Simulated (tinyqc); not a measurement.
Worked calculation: carrier statistics of a doped semiconductor with parabolic bands. Values are carried at full precision from step to step, so a last printed digit may differ when a step is redone from the rounded ones.

Constants: kB = 8.617333262e-05 eV/K; hbar^2/2m0 = 3.80998211 eV angstrom^2.

Parameters, chosen for this exercise (near those of AlAs; the results hold for these values, not for the real material):
- Eg0 = 2.237 eV (gap at 0 K)
- al = 0.000701 eV/K (Varshni alpha)
- be = 544 K (Varshni beta)
- T = 350 K
- ml = 0.973 m0 (longitudinal electron mass)
- mt = 0.224 m0 (transverse electron mass)
- Mv = 3 (equivalent valleys)
- mhh = 0.742 m0 (heavy-hole mass)
- mlh = 0.148 m0 (light-hole mass)
- ND = 1.5e+12 1/cm^3 (donors)
- NA = 4.8e+18 1/cm^3 (acceptors)
- ED = 0.0684 eV (donor level below Ec)
- EA = 0.0614 eV (acceptor level above Ev)

## Gap and thermal energy

Eg(T) = Eg0 - al T^2/(T + be) (Varshni).

Eg = 2.14095 eV
kT = 0.030161 eV

The gap has shrunk by 96.1 meV from 0 K and is 71.0 kT wide.

## Effective densities of states

m_de = Mv^(2/3) (ml mt^2)^(1/3); m_dh = (mhh^(3/2) + mlh^(3/2))^(2/3); N = 2 (m kB T/(4 pi c))^(3/2) with c = hbar^2/2m0, in 1/angstrom^3; times 1e24 for 1/cm^3.

m_de = 0.7602 m0
m_dh = 0.7854 m0
Nc = 2.0961e+19 1/cm^3
Nv = 2.2012e+19 1/cm^3

The light holes supply 8.2 % of Nv, and Nc/Nv = 0.952.

## Intrinsic density and level

With Boltzmann statistics ni = sqrt(Nc Nv) exp(-Eg/2kT) and Ei = Eg/2 + (kT/2) ln(Nv/Nc), counted from Ev.

ni = 8.28e+03 1/cm^3
Ei = 1.0712 eV

Ei lies 0.7 meV above midgap, towards the band with the smaller density of states.

## Neutrality by bisection

Energies are counted from Ev, so Ec = Eg. n = Nc F_1/2((EF - Eg)/kT), p = Nv F_1/2(-EF/kT), ND+ = ND/(1 + 2 exp((EF - Eg + ED)/kT)), NA- = NA/(1 + 4 exp((EA - EF)/kT)); neutrality asks p + ND+ = n + NA-. F_j(eta) = (1/Gamma(j + 1)) integral_0^infinity x^j dx/(1 + exp(x - eta)), which tends to exp(eta) for eta << 0.

Start from the bracket [-0.2 eV, Eg + 0.2 eV]; at the midpoint EF take the sign of p + ND+ - n - NA-; where it is positive EF must rise. Fourteen steps are shown.

Bisection (eV, 1/cm^3):
```
step       low     high        EF         n         p       ND+       NA-  sign
1     -0.20000  2.34095   1.07047  8.08e+03  8.48e+03  1.50e+12  4.80e+18     -
2     -0.20000  1.07047   0.43524  5.76e-06  1.19e+13  1.50e+12  4.80e+18     -
3     -0.20000  0.43524   0.11762  1.54e-10  4.43e+17  1.50e+12  2.96e+18     -
4     -0.20000  0.11762  -0.04119  7.94e-13  4.36e+19  1.50e+12  3.97e+16     +
5     -0.04119  0.11762   0.03821  1.11e-11  5.66e+18  1.50e+12  4.99e+17     +
6      0.03821  0.11762   0.07792  4.12e-11  1.62e+18  1.50e+12  1.45e+18     +
7      0.07792  0.11762   0.09777  7.96e-11  8.49e+17  1.50e+12  2.18e+18     -
8      0.07792  0.09777   0.08784  5.73e-11  1.17e+18  1.50e+12  1.80e+18     -
9      0.07792  0.08784   0.08288  4.86e-11  1.38e+18  1.50e+12  1.62e+18     -
10     0.07792  0.08288   0.08040  4.48e-11  1.49e+18  1.50e+12  1.53e+18     -
11     0.07792  0.08040   0.07916  4.29e-11  1.56e+18  1.50e+12  1.49e+18     +
12     0.07916  0.08040   0.07978  4.38e-11  1.53e+18  1.50e+12  1.51e+18     +
13     0.07978  0.08040   0.08009  4.43e-11  1.51e+18  1.50e+12  1.52e+18     -
14     0.07978  0.08009   0.07993  4.41e-11  1.52e+18  1.50e+12  1.52e+18     +
```

Each step halves the bracket, which is 0.310 meV wide at the last row.

## The neutral state

Solve the neutrality condition for EF to convergence.

EF = 0.0799 eV
n = 4.41e-11 1/cm^3
p = 1.52e+18 1/cm^3
ND+ = 1.50e+12 1/cm^3
NA- = 1.52e+18 1/cm^3

The material is p-type; 31.6 % of the acceptors are ionised. EF lies 2.65 kT inside the gap from the valence edge, so the Fermi integral is needed; n p/(Nc Nv exp(-Eg/kT)) = 0.976.

## Checks

- F_1/2(1) by the trapezoid rule against adaptive quadrature: both 1.575641.
- Positive against negative charge at the solution (1/cm^3): both 1.51729e+18.

Run: tinyqc, `OMP_NUM_THREADS=1 python tinyqc.py 1652724 1652725 out.jsonl`; Intel(R) Xeon(R) Processor @ 2.30GHz, one thread, shared host; about 0.01 s of CPU time with all checks.
